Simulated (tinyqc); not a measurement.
Rectangular fin or nanosheet with a gate all round, subbands and threshold shift from confinement: two steps of the calculation.

Undoped body with a flat potential across it, hard walls, transport along x. One isotropic valley (g = 1, mx = my = mz = me). Non-parabolicity enters the subband edges through E (1 + al E) = gamma, so E = 2 gamma/(1 + sqrt(1 + 4 al gamma)); motion within a subband is taken as parabolic with the band-edge mass. Energies are counted from the bulk band edge.

Parameters, values chosen for the exercise; masses close to those of InAs: temperature T = 300 K; mass at the band edge me = 0.0232 m0; non-parabolicity al = 2.9 1/eV; width (along y) t = 12.3 nm; widening of the box by penetration into the insulator dl = 0.2 nm; height (along z) H = 49.2 nm.

Constants: q = 1.602176634e-19 C, kB = 1.380649e-23 J/K, hbar = 1.054571817e-34 J s, m0 = 9.1093837015e-31 kg, Vt = kB T/q, hbar^2/(2 m0) = 0.0380998212 eV nm^2. Results are converted to the units shown.

Question 1. Lowest subbands. gamma = C pi^2 [a^2/(my (t + dl)^2) + b^2/(mz (H + dl)^2)], C = hbar^2/(2 m0). List the 7 lowest, labelled by quantum numbers, with degeneracy g and N_k: N_k = g sqrt(2 mx m0 kB T/(pi hbar^2)).

Wanted: E_k; g; N_k.

Answer 1.

```
subband  E_k (eV)  g  N_k (cm^-1)
1,1       0.08794  1      7.079e5
1,2        0.1008  1      7.079e5
1,3        0.1210  1      7.079e5
1,4        0.1472  1      7.079e5
1,5        0.1779  1      7.079e5
1,6        0.2122  1      7.079e5
2,1        0.2460  1      7.079e5
```

Question 2. Threshold shift. Each subband has N_k = g sqrt(2 mx m0 kB T/(pi hbar^2)); without degeneracy n = exp(EF/Vt) sum N_k exp(-E_k/Vt). Classical value Nc times t H, Nc = sum over valleys of 2 g (m m0 kB T/(2 pi hbar^2))^1.5 with m = (mx my mz)^(1/3). Threshold shift dVT = Vt ln(classical value/sum N_k exp(-E_k/Vt)). Use the subbands listed.

```
subband     E_k (eV)  N_k (cm^-1)
1,1      0.087944765  7.0787188e5
1,2       0.10082114  7.0787188e5
1,3       0.12102883  7.0787188e5
1,4       0.14718020  7.0787188e5
1,5       0.17794683  7.0787188e5
1,6       0.21222280  7.0787188e5
2,1       0.24603097  7.0787188e5
```

Find: shares; sum N_k exp(-E_k/Vt); Nc; classical value; dVT.

Answer 2.

shares, subband 1,1 to 2,1 (%): 49.31  29.96  13.71  4.99  1.52  0.40  0.11
sum N_k exp(-E_k/Vt) = 4.782e4 cm^-1
Nc = 8.868e16 cm^-3
classical value = 5.366e5 cm^-1
dVT = 62.51 mV

Range of the model: Non-parabolicity also makes carriers heavier within each subband, which is left out, so densities of states are understated at high energy.

Computed by the program tinyqc: `OMP_NUM_THREADS=1 python tinyqc.py 2350090 2350091 out.jsonl`, one thread of a shared Intel Xeon 2.30GHz, about 0.08 s for the whole run.
